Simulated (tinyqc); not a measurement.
Worked calculation: global model of a low-pressure process discharge: electron temperature, density, ion flux and ion energy. Computed by tinyqc, a small Python program that keeps every step. Command: `OMP_NUM_THREADS=1 python tinyqc.py 3113597 3113598 out.jsonl plasma walk`. One thread of a shared host (Intel(R) Xeon(R) Processor @ 2.30GHz), about 0.01 s of CPU time with the checks. Intermediate numbers are printed to about 6 digits and carried at full precision; extremes and crossings named in words are read from the listed rows.

Maxwellian electrons with temperature T_e in eV, one positive ion, no negative ions, uniform bulk density n; rate constants have the Arrhenius form.

Inputs (values chosen for the exercise, of the order of those of an inductive discharge in a simple atomic gas):
```
quantity                          value   unit
ion mass M                           19      u
ionisation prefactor K0         3.3e-14  m^3/s
ionisation energy E_iz             12.3     eV
excitation prefactor X0         3.6e-14  m^3/s
excitation energy E_ex             8.36     eV
elastic rate constant K_el      7.6e-14  m^3/s
ion-neutral cross section       8.9e-19    m^2
pressure p                         0.38     Pa
gas temperature T_g                 500      K
radius R                             16     cm
height L                             14     cm
absorbed power P                    250      W
bias power P_b                       41      W
radius of the biased electrode        5     cm
bias frequency                        2    MHz
mixing                              0.2      -
```

Constants: k_B = 1.380649e-23 J/K; e = 1.602176634e-19 C; u = 1.6605390666e-27 kg; m_0 = 9.1093837015e-31 kg; eps_0 = 8.8541878128e-12 F/m.

## Geometry factors

n_g = p/(k_B T_g); lambda_i = 1/(n_g sigma); h_L = 0.86/sqrt(3 + L/(2 lambda_i)), h_R = 0.8/sqrt(4 + R/lambda_i); A_eff = 2 pi R^2 h_L + 2 pi R L h_R; d_eff = pi R^2 L/A_eff.

gas density n_g = 5.50466e+19 1/m^3

ion mean free path = 2.04117 cm

h_L = 0.339167

h_R = 0.232509

A_eff = 872.789 cm^2

d_eff = 12.9006 cm

## A fixed-point cycle for T_e

Particle balance: K0 exp(-E_iz/T_e) n_g d_eff = u_B, u_B = sqrt(e T_e/M). Cycle: T_out = T sqrt(loss/creation) with loss/creation = u_B/(K0 exp(-E_iz/T) n_g d_eff); T -> T + mixing (T_out - T), kept between 0.3 and 60 eV, from 3 eV; stop at |T_out - T| < 1e-9 eV or after 60 steps.

Course:
```
step   T (eV)  T_out (eV)  residual (eV)
0     3.00000     3.00750    7.50009e-03
1     3.00150     3.00630    4.79837e-03
2     3.00246     3.00553    3.07125e-03
3     3.00307     3.00504    1.96635e-03
4     3.00347     3.00473    1.25917e-03
5     3.00372     3.00453    8.06419e-04
6     3.00388     3.00440    5.16498e-04
...       ...         ...            ...
30    3.00417     3.00417    1.17637e-08
31    3.00417     3.00417    7.53546e-09
32    3.00417     3.00417    4.82698e-09
33    3.00417     3.00417    3.09201e-09
34    3.00417     3.00417    1.98065e-09
35    3.00417     3.00417    1.26874e-09
36    3.00417     3.00417    8.12717e-10
```

last residual = 8.12717e-10 eV

Converged in 37 steps.

## Electron temperature

Root found by bracketing.

T_e = 3.00417 eV

Bohm velocity u_B = 3905.85 m/s

K_iz = 5.50018e-16 m^3/s

## Energy per pair and density

E_c = E_iz + (X0 exp(-E_ex/T_e) E_ex + K_el (3 m_0/M) T_e)/K_iz; wall potential V_s = (T_e/2) ln(M/(2 pi m_0)); E_T = E_c + 2 T_e + T_e/2 + V_s; n = P/(e u_B A_eff E_T); ion current density J = e h_L n u_B; ionised share n/n_g.

collisional loss per pair E_c = 46.1874 eV

wall potential V_s = 12.9401 V

E_T = 66.6379 eV

plasma density n = 6.86884e+10 1/cm^3

ion current density J = 1.45788 mA/cm^2

ionised share = 0.00124782

Collisions take 69 % of the power and the walls the rest. T_e came from the particle balance alone; the power sets only n.

## Biased electrode

All bias power goes to ions: V_b = P_b/(J pi r^2). Debye length at the sheath edge lambda_D = sqrt(eps_0 T_e/(e h_L n)); Child-law sheath s = (sqrt2/3) lambda_D (2 V/T_e)^(3/4), V = V_b + V_s; ion transit time tau_i = 3 s sqrt(M/(2 e V)); collisions in the sheath s/lambda_i.

bias voltage V_b = 358.072 V

lambda_D = 84.4176 micrometre

sheath width s = 2.47940 mm

ion transit time = 121.173 ns

transit time over bias period = 0.242346

s/lambda_i = 0.121470

## Pressure series at fixed power

n_g = p/(k_B T_g), lambda_i = 1/(n_g sigma), K_iz = K0 exp(-E_iz/T_e), h_L = 0.86/sqrt(3 + L/(2 lambda_i)), h_R = 0.8/sqrt(4 + R/lambda_i), A_eff = 2 pi R^2 h_L + 2 pi R L h_R and d_eff = pi R^2 L/A_eff follow p. E_c = E_iz + (X0 exp(-E_ex/T_e) E_ex + K_el (3 m_0/M) T_e)/K_iz; E_T = E_c + (5/2) T_e + (T_e/2) ln(M/(2 pi m_0)); n = P/(e u_B A_eff E_T); J = e h_L n u_B. Pressures without a root below 2 E_iz are left out.

Against pressure:
```
p (Pa)  T_e (eV)  E_c (eV)  E_T (eV)   n (1/cm^3)  J (mA/cm^2)
0.1      5.70399    30.506    69.335  3.61246e+10      1.35608
0.2      3.89071    37.425    63.911  5.35323e+10      1.49572
0.5      2.73320    50.901    69.507  7.51063e+10      1.40665
1.0      2.21768    66.312    81.408  9.12689e+10      1.21702
2.0      1.85903    88.511   101.166  1.07063e+11      0.98793
5.0      1.52788   133.462   143.863  1.26349e+11      0.69904
10.0     1.34573   185.218   194.379  1.39013e+11      0.51854
20.0     1.20245   260.499   268.685  1.49420e+11      0.37557
```

T_e falls from 5.70 to 1.20 eV, n changes by a factor 4.1 and J by 0.28; in J = P h_L/(A_eff E_T), E_T changes by a factor 3.88 and is least at 0.2 Pa, between wall losses at high T_e and excitation losses at low T_e.

Checks made by the program: cycle against bracketing (relative difference 1e-10).
